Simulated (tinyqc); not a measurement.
One-diode model of a solar cell: one step of the calculation.

J is the current delivered and Vj = V + J Rs the junction voltage. J = X JL - J01 (exp(Vj/(n1 Vt)) - 1) - Vj/Rp. The photocurrent does not depend on voltage.

Task. Figures of merit. Jsc at V = 0, Voc at J = 0, the maximum power point where J (1 + 2 Rs G) = G Vj with G = -dJ/dVj; FF = Vmp Jmp/(Voc Jsc); efficiency Vmp Jmp/(X Pin). Empirical fill factor without parasitics FF0 = (v - ln(v + 0.72))/(v + 1), v = Voc/(n1 Vt).

Values chosen for this exercise; values of the order met in cells of cadmium telluride: temperature T = 273 K; photocurrent at one sun JL = 26.9 mA/cm^2; concentration X = 0.1 suns; saturation current of the diode J01 = 2.4e-11 A/cm^2; ideality factor of the diode n1 = 1.6; series resistance Rs = 0.73 ohm cm^2; shunt resistance Rp = 1000 ohm cm^2; incident power at one sun Pin = 100 mW/cm^2.

Constants: q = 1.602176634e-19 C, kB = 1.380649e-23 J/K, Vt = kB T/q. Results are converted to the units shown.

Find: Jsc; Voc; Vmp; Jmp; FF; efficiency; FF0.

Result.

Jsc = 2.688 mA/cm^2
Voc = 0.6866 V
Vmp = 0.5707 V
Jmp = 2.022 mA/cm^2
FF = 0.6252
efficiency = 11.54 %
FF0 = 0.7951

FF is 21 % below FF0. Removing one loss at a time changes the efficiency by: shunt +3.38, series resistance +0.03 points.

Numbers from tinyqc (`OMP_NUM_THREADS=1 python tinyqc.py 2280032 2280033 out.jsonl`; about 0.01 s on one thread of a shared Intel Xeon 2.30GHz).
